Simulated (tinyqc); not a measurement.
Telling the models apart: thermal, flicker and telegraph noise of a field-effect transistor. Computed by tinyqc, a small Python program. Command: `OMP_NUM_THREADS=1 python tinyqc.py 3009062 3009063 out.jsonl noise walk`. One thread of a shared host (Intel(R) Xeon(R) Processor @ 2.30GHz), about 0.01 s of CPU time with the checks.

Strong inversion, threshold roll-off and channel-length modulation left out; noise sources are uncorrelated and are given as one-sided spectral densities.

Inputs (values chosen for the exercise, modelled on a silicon n-channel):

| quantity | value | unit |
|---|---|---|
| width W | 3.1 | micrometre |
| length L | 600 | nm |
| electrical oxide thickness t | 3.5 | nm |
| mobility mu | 140 | cm^2/(V s) |
| saturation velocity v_s | 0.78 | 1e7 cm/s |
| oxide trap density N_t | 1.9e+17 | 1/(eV cm^3) |
| oxide barrier phi | 2 | eV |
| oxide mass m_ox | 0.27 | m_0 |
| Coulomb scattering coefficient alpha_sc | 7900 | V s/C |
| frequency f | 30 | Hz |
| temperature T | 300 | K |

Operating region: saturation. Flicker model: number with correlated mobility.

Constants: eps_0 = 8.8541878128e-12 F/m; hbar = 1.054571817e-34 J s; m_0 = 9.1093837015e-31 kg; e = 1.602176634e-19 C; k_B = 8.617333262e-05 eV/K.

Method. C_ox = 3.9 eps_0/t; V_c = 2 v_s L/mu; I = W C_ox v_s V_ov^2/(V_ov + V_c); g_m = W C_ox v_s V_ov (V_ov + 2 V_c)/(V_ov + V_c)^2; g_d0 = mu C_ox (W/L) V_ov. Tunnelling length lambda = hbar/(2 sqrt(2 m_ox phi)); flat-band noise S_Vfb = e^2 k_B T lambda N_t/(W L C_ox^2 f). S_I = g_m^2 S_Vfb (1 + alpha_sc mu C_ox I/g_m)^2.

Against the overdrive:

| V_ov (V) | I (microampere) | (g_m/I)^2 (1/V^2) | S_I/I^2 (1/Hz) | S_I/g_m^2 (V^2/Hz) |
|---|---|---|---|---|
| 0.20 | 13.86 | 97.117 | 3.6939e-10 | 3.8036e-12 |
| 0.25 | 21.50 | 61.714 | 2.4679e-10 | 3.9990e-12 |
| 0.32 | 34.87 | 37.299 | 1.5976e-10 | 4.2832e-12 |
| 0.40 | 53.87 | 23.609 | 1.0915e-10 | 4.6233e-12 |
| 0.50 | 83.00 | 14.906 | 7.5604e-11 | 5.0720e-12 |
| 0.63 | 129.43 | 9.229 | 5.2564e-11 | 5.6956e-12 |
| 0.80 | 203.96 | 5.600 | 3.6858e-11 | 6.5818e-12 |
| 1.00 | 310.40 | 3.496 | 2.7032e-11 | 7.7312e-12 |

What follows from these numbers?

S_I/I^2 falls as V_ov^-1.81 at first and V_ov^-1.39 at the end; (g_m/I)^2 as V_ov^-2.03 and V_ov^-2.11. The input-referred noise rises by a factor 2.03, because trapped charge also scatters, and that term grows with I/g_m.
